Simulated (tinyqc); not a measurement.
Gas flow in a process chamber: flow regimes, conductance, effective pumping speed, pump-down, outgassing and purge. Which input was changed? Computed by tinyqc, a small Python program. Command: `OMP_NUM_THREADS=1 python tinyqc.py 3120616 3120617 out.jsonl pump which`. One thread of a shared host (Intel(R) Xeon(R) Processor @ 2.30GHz), about 0.03 s of CPU time with the checks.

Ideal gas, isothermal flow, a pump of constant speed at the end of a round pipe; process gas, volume gas and outgassing are given the same properties. 1 sccm = 101325 Pa x 1e-6 m^3/60 s x T/273.15 K.

Inputs (values chosen for the exercise, modelled on nitrogen near room temperature):

| quantity | value | unit |
|---|---|---|
| molar mass M | 28.01 | g/mol |
| molecular diameter | 0.37 | nm |
| viscosity eta | 17.8 | micropascal s |
| temperature T | 350 | K |
| chamber volume V | 33 | L |
| pipe diameter d | 6.3 | cm |
| pipe length l | 83 | cm |
| pump speed S | 150 | L/s |
| process gas flow | 9.9 | sccm |

Constants: k_B = 1.380649e-23 J/K; u = 1.6605390666e-27 kg.

Method:
- Mean speed c = sqrt(8 k_B T/(pi m)); aperture conductance C_a = c pi d^2/16; molecular pipe C_m = C_a/(1 + 3 l/(4 d)) (Dushman form); viscous pipe C_v = pi d^4 p_mean/(128 eta l); Knudsen interpolation C = C_v + C_m (1 + x)/(1 + 1.24 x), x = d p_mean sqrt(m/(k_B T))/eta.
- Effective speed 1/S_eff = 1/S + 1/C_m; time constant V/S_eff; pressure at which the free path k_B T/(sqrt2 pi d_m^2 p) equals d.
- Steady flow: the pump inlet is at p_2 = Q/S, and the chamber pressure p_1 solves Q = C((p_1 + p_2)/2) (p_1 - p_2). Residence time = p_1 V/Q.
- Knudsen number = free path at the mean pressure over d.

Task: One of these inputs alone was changed, within the range given: chamber volume V (16.5 to 66); pipe diameter d (3.15 to 12.6); pipe length l (41.5 to 166); process gas flow (4.95 to 19.8). Which one, and to what value?

Results:

| run | chamber pressure p_1 (Pa) | conductance C (L/s) | residence time (s) |
|---|---|---|---|
| before | 0.6611387 | 41.33015 | 1.018449 |
| after | 0.8282925 | 43.90181 | 0.971677 |

Result:

Each candidate set to reproduce chamber pressure p_1, and what it then gives:

| candidate | range searched | value needed | conductance C (L/s) | residence time (s) |
|---|---|---|---|---|
| chamber volume V (L) | 16.5 to 66 | no effect | - | - |
| pipe diameter d (cm) | 3.15 to 12.6 | 5.687 | 31.252 | 1.2759 |
| pipe length l (cm) | 41.5 to 166 | 117.4 | 31.252 | 1.2759 |
| process gas flow (sccm) | 4.95 to 19.8 | 13.00 | 43.902 | 0.9717 |

Only process gas flow fits every result: it went from 9.9 to 13.0 sccm. The next best candidate, pipe diameter d, misses one result by 31 %.
